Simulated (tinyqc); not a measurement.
From one set of inputs to another, one input at a time: dopants and charged point defects at anneal temperature: Fermi-level effect, clustering and pairing. Computed by tinyqc, a small Python program. Command: `OMP_NUM_THREADS=1 python tinyqc.py 3028021 3028022 out.jsonl pairing ladder`. One thread of a shared host (Intel(R) Xeon(R) Processor @ 2.30GHz), about 0.01 s of CPU time with the checks.

Boltzmann statistics and full ionisation of active dopants. Energies are counted from the valence band; the defect (a vacancy or self-interstitial) has five charge states, with all degeneracy factors one.

The inputs printed are set A. Inputs not listed in the table keep their values of set A, so the rows need not describe a real material.

Inputs (values chosen for the exercise, with bands modelled on germanium):

| quantity | value | unit |
|---|---|---|
| gap at 0 K E_g0 | 0.755 | eV |
| Varshni alpha | 0.000493 | eV/K |
| Varshni beta | 226 | K |
| electron mass m_e | 0.216 | m_0 |
| valleys M_c | 4 | - |
| hole mass m_h | 0.347 | m_0 |
| anneal temperature T | 860 | K |
| total dopant density N | 1e+20 | cm^-3 |
| formation enthalpy of the neutral defect H_f | 2.81 | eV |
| formation entropy S_f | 8.7 | k_B |
| site density N_s | 2.7e+22 | cm^-3 |
| intrinsic dopant diffusivity D_i | 3.2e-14 | cm^2/s |
| anneal time t | 1000 | s |

Dopant: acceptor. Second part: pairing with a mobile impurity.

defect levels as fractions of E_g(T): (2+/+), (+/0), (0/-), (-/2-): 0.11  0.19  0.47  0.77

Constants: m_0 = 9.1093837015e-31 kg; k_B = 1.380649e-23 J/K; h = 6.62607015e-34 J s; k_B = 8.617333262e-05 eV/K.

Method:
- E_g = E_g0 - alpha T^2/(T + beta).
- N_c = 2 M_c (2 pi m_e k_B T/h^2)^(3/2) and N_v = 2 (2 pi m_h k_B T/h^2)^(3/2), masses in units of m_0.
- n_i = sqrt(N_c N_v) exp(-E_g/2 k_B T); E_i = E_g/2 + (k_B T/2) ln(N_v/N_c).
- No clustering: A = N.
- p = A/2 + sqrt(A^2/4 + n_i^2) for an active density A.
- chi = n/n_i (for acceptors n_i/p); E_F = E_i + k_B T ln chi; field enhancement h = 1 + A/sqrt(A^2 + 4 n_i^2).
- C_0 = N_s exp(S_f/k_B) exp(-H_f/k_B T). Ratios to the neutral state at E_F = E_i: r_+ = exp((E(+/0) - E_i)/k_B T), r_2+ = r_+ exp((E(2+/+) - E_i)/k_B T), r_- = exp((E_i - E(0/-))/k_B T), r_2- = r_- exp((E_i - E(-/2-))/k_B T); at other E_F state q scales as chi^(-q). The enhancement is sum r_q chi^(-q)/sum r_q. The charge on the defects is left out of neutrality.
- If every charge state of the defect carries the dopant equally well, D = D_i x enhancement x h x (active share A/N, a rough stand-in that overstates the dA/dN which immobile clusters call for), D_i being an input held fixed when T or H_f is moved; diffusion length 2 sqrt(D t).

Each row keeps all changes above it:

| input moved | from | to | enhancement over intrinsic | D/D_i | diffusion length (nm) |
|---|---|---|---|---|---|
| set A | - | - | 4.4729e+01 | 8.9420e+01 | 1069.8 |
| intrinsic dopant diffusivity D_i (cm^2/s) | 3.2e-14 | 1.6e-16 | 4.4729e+01 | 8.9420e+01 | 75.6 |
| formation enthalpy of the neutral defect H_f (eV) | 2.81 | 4.46 | 4.4729e+01 | 8.9420e+01 | 75.6 |
| anneal time t (s) | 1000 | 500 | 4.4729e+01 | 8.9420e+01 | 53.5 |
| total dopant density N (cm^-3) | 1e+20 | 2.5e+19 | 4.2591e+00 | 8.4614e+00 | 16.5 |
| gap at 0 K E_g0 (eV) | 0.755 | 3.23 | 3.7922e+04 | 7.5844e+04 | 1557.9 |

Where does the difference come from?

Enhancement over intrinsic goes from 44.7 to 37900, a factor 848 in all. The largest single move comes from gap at 0 K E_g0 (a factor 8900), and total dopant density N works against it (a factor 0.0952). D/D_i goes from 89.4 to 75800, a factor 848 in all. The largest single move comes from gap at 0 K E_g0 (a factor 8960), and total dopant density N works against it (a factor 0.0946). Diffusion length goes from 1070 to 1560, a factor 1.46 in all. The largest single move comes from gap at 0 K E_g0 (a factor 94.7), and intrinsic dopant diffusivity D_i works against it (a factor 0.0707). The single moves hold for this order of the switches; the total does not depend on the order.

Caution (all rows): the carrier density exceeds the effective density of states, where Boltzmann statistics understate the shift of E_F and so the density of charged defects (gap narrowing, also left out, works the other way). Caution (rows gap at 0 K E_g0): so large an enhancement assumes that highly charged defects carry the dopant as well as neutral ones; measured enhancements are far smaller.

Extremes, crossings and ranges named in words are read from the listed rows.
